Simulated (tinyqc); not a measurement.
## True capacitance, leakage and series resistance from two frequencies

Inverse problem. A capacitance C in parallel with G and in series with Rs is measured as Cp and D = Gp/(w Cp) at two frequencies. The series reading Cs = Cp (1 + D^2) equals C + G^2/(w^2 C), and Re Z = D/(w Cp (1 + D^2)) = Rs + G/(G^2 + w^2 C^2). Find C, G and Rs.

f (Hz): 10000  50000
Cp (pF): 47.8155332  47.8146545
D: 4.92046909  0.988311943

Answer. w^2 Cs = w^2 C + G^2/C is a straight line in w^2 with slope C; the intercept gives G, and the real part then gives Rs.

C = 48.23 pF
G = 14.84 uS
Rs = 290.0 ohm

Computed by the program tinyqc: `OMP_NUM_THREADS=1 python tinyqc.py 2022169 2022170 out.jsonl`, one thread of a shared Intel Xeon 2.30GHz, about 0.01 s for the whole run.
